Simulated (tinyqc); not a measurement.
Worked calculation: Bloch-Grueneisen resistivity of a metal. Computed by tinyqc, a small Python program that keeps every step. Command: `OMP_NUM_THREADS=1 python tinyqc.py 3024032 3024033 out.jsonl bg walk`. One thread of a shared host (Intel(R) Xeon(R) Processor @ 2.30GHz), about 0.01 s of CPU time with the checks. Intermediate numbers are printed to about 6 digits and carried at full precision; extremes and crossings named in words are read from the listed rows.

Electrons scatter from a Debye spectrum of phonons (n = 5 for scattering within one band, n = 3 for scattering into a second, heavy band) and from static defects.

Inputs (values chosen for the exercise, modelled on molybdenum):
```
quantity                      value         unit
exponent n                        5            -
Debye temperature Theta         362            K
transport coupling lambda_tr   0.38            -
Drude plasma energy hbar w_p    8.6           eV
residual resistivity rho_0      4.5  microohm cm
temperature T                    20            K
```

Addition: none.

Constants: k_B = 1.380649e-23 J/K; hbar = 1.054571817e-34 J s; eps_0 = 8.8541878128e-12 F/m; hbar = 6.582119569e-16 eV s; k_B = 8.617333262e-05 eV/K.

## Scale of the phonon resistivity

rho_ph = (n - 1) rho_1 (T/Theta)^n J_n(Theta/T), with rho_1 = 2 pi lambda_tr k_B Theta/(hbar eps_0 w_p^2), the high-temperature line at T = Theta.

rho_1 = 7.48626 microohm cm

## The integral and the phonon part

J_n(y) = int_0^y x^n e^x/(e^x - 1)^2 dx, by 96 Gauss-Legendre points (upper limit at most 60).

Theta/T = 18.1

J_n = 124.395

phonon resistivity rho_ph = 0.00191750 microohm cm

This is 0.464 % of the straight line rho_1 T/Theta.

## Total resistivity and derived numbers

Matthiessen's rule: rho = rho_0 + rho_ph. Temperature coefficient (1/rho) d rho/dT by a central difference of +/- 0.5 K; residual ratio rho(295 K)/rho(4.2 K); scattering time tau = 1/(eps_0 w_p^2 rho); Wiedemann-Franz kappa = L_0 T/rho, L_0 = (pi^2/3)(k_B/e)^2.

resistivity rho = 4.50192 microohm cm

temperature coefficient = 0.106530 1e-3/K

residual resistance ratio = 2.24840

scattering time = 14.6956 fs

Wiedemann-Franz conductivity = 10.8532 W/(m K)

The coefficient is 0.00213 times 1/T; the temperature-independent part dilutes it.

## Limits of the phonon part

Low T: (n - 1) n! zeta(n) rho_1 (T/Theta)^n. High T: rho_1 (T/Theta) [1 - (n - 1)/(12 (n + 1)) (Theta/T)^2].

Resistivities (microohm cm):
```
T (K)       rho_ph    low-T law  straight line  line with correction  total rho
11     9.65329e-05  9.65329e-05         0.2275                     -     4.5001
18     1.13252e-03  1.13259e-03         0.3722                     -     4.5011
29     1.21166e-02  1.22942e-02         0.5997                     -     4.5121
43     7.48723e-02  8.81159e-02         0.8893                     -     4.5749
72     4.74008e-01  1.15978e+00         1.4890                     -     4.9740
130    1.79957e+00  2.22551e+01         2.6884                1.5303     6.2996
180    2.99832e+00  1.13259e+02         3.7225                2.8860     7.4983
290    5.50702e+00  1.22942e+03         5.9973                5.4781    10.0070
430    8.55149e+00  8.81159e+03         8.8925                8.5424    13.0515
720    1.46827e+01  1.15978e+05        14.8898               14.6807    19.1827
```

The low-T law holds to 10 % up to 29 K, the straight line from 290 K on. The local exponent of rho_ph falls from 5.00 to 1.05. Phonons overtake the residual resistivity between 180 and 290 K.

Checks made by the program: J_n at large argument against n! zeta(n) (relative difference below 1e-10).
